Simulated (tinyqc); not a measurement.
Ways to reach the isolated limit: finite-size error of a charged defect in a periodic cell: Madelung and Makov-Payne terms. Computed by tinyqc, a small Python program. Command: `OMP_NUM_THREADS=1 python tinyqc.py 3026676 3026677 out.jsonl imagecharge walk`. One thread of a shared host (Intel(R) Xeon(R) Processor @ 2.30GHz), about 0.02 s of CPU time with the checks.

L is the cube root of the cell volume. The defect charge is a Gaussian, rho(r) = q (2 pi sigma^2)^(-3/2) exp(-r^2/2 sigma^2), repeated periodically in a uniform neutralising background and screened by a continuum. The model cell energy is E(L) = E_0 + [periodic - isolated electrostatic energy].

Inputs (values chosen for the exercise, with screening close to that of ZnO):

| quantity | value | unit |
|---|---|---|
| charge q | 2 | e |
| cell length L | 19.4 | angstrom |
| dielectric constant eps | 8.09 | - |
| width sigma of the defect charge | 2.2 | angstrom |
| formation energy of the isolated defect E_0 | 2.319 | eV |

Supercell lattice: bcc. Screening: isotropic.

scatter added to the six cells, standing for numerical noise (meV): -27  -2.7  1.8  19  -14  18

Constants: e^2/(4 pi eps_0) = 14.39964548 eV angstrom.

Method:
- Cell vectors: (-1,1,1), (1,-1,1), (1,1,-1), scaled to volume L^3.
- Ewald sum for a unit point charge: scale each Cartesian component of the cell by 1/sqrt(eps_i), giving R', G' and V'; E = [ (1/2) sum erfc(eta R')/R' + (2 pi/V') sum exp(-G'^2/4 eta^2)/G'^2 - eta/sqrt(pi) - pi/(2 V' eta^2) ] e^2/(4 pi eps_0) / sqrt(eps_x eps_y eps_z), over n_i = -6..6, omitting n = (0,0,0), eta = 2/V'^(1/3). alpha = -2 E eps_g L/(e^2/(4 pi eps_0)), eps_g = (eps_x eps_y eps_z)^(1/3).
- Periodic energy of the Gaussian: (2 pi q^2/V) sum_(G != 0) exp(-sigma^2 G^2)/(G.eps.G) x e^2/(4 pi eps_0), n_i = -k..k with k = max(9, L/sigma rounded up). Isolated energy: q^2/(2 sqrt(pi) sigma) <1/(n.eps.n)> e^2/(4 pi eps_0), the mean over directions n, here 1/eps.
- Cells of the same shape with L scaled by 0.7, 0.85, 1, 1.25, 1.5 and 2; the scatter is added to E(L).
- The point-charge correction scales as 1/L from its value at the input L.
- Least-squares fits of E(L) to a + b/L, a + c/L^3 or a + b/L + c/L^3; the estimate is a, and errors are against E_0.

Scaling data:

| L (angstrom) | 1/L (1/angstrom) | E(L) (eV) | E(L) + point-charge correction (eV) |
|---|---|---|---|
| 13.58 | 0.0736377 | 1.62127 | 2.37845 |
| 16.49 | 0.0606428 | 1.74103 | 2.36459 |
| 19.40 | 0.0515464 | 1.82043 | 2.35045 |
| 24.25 | 0.0412371 | 1.92916 | 2.35318 |
| 29.10 | 0.0343643 | 1.96043 | 2.31379 |
| 38.80 | 0.0257732 | 2.07569 | 2.34071 |

point-charge correction -q^2 E = 0.530027 eV

nearest image = 21.1678 angstrom

Estimates of E_0:

| way | estimate (eV) | error (meV) |
|---|---|---|
| largest cell, uncorrected | 2.0757 | -243.31 |
| largest cell, point-charge term | 2.3407 | 21.71 |
| 1/L fit, three smallest | 2.2868 | -32.15 |
| 1/L fit, all six | 2.3011 | -17.88 |
| 1/L^3 fit, all six | 2.0191 | -299.95 |
| 1/L and 1/L^3, three smallest | 2.2288 | -90.21 |
| 1/L and 1/L^3, all six | 2.3184 | -0.57 |
| corrected data, 1/L^3 fit | 2.3315 | 12.51 |

coefficient b of the full fit = -9.8521 eV angstrom

What follows from these numbers?

Best here: 1/L and 1/L^3, all six (-0.6 meV); worst: 1/L^3 fit, all six (-300 meV). The fitted b is 95.8 % of the Madelung value -q^2 alpha e^2/(8 pi eps_0 eps_g), so such a fit also measures the screening. The three-term fit to three small cells has no spare point and magnifies the scatter.

Extremes, crossings and ranges named in words are read from the listed rows.
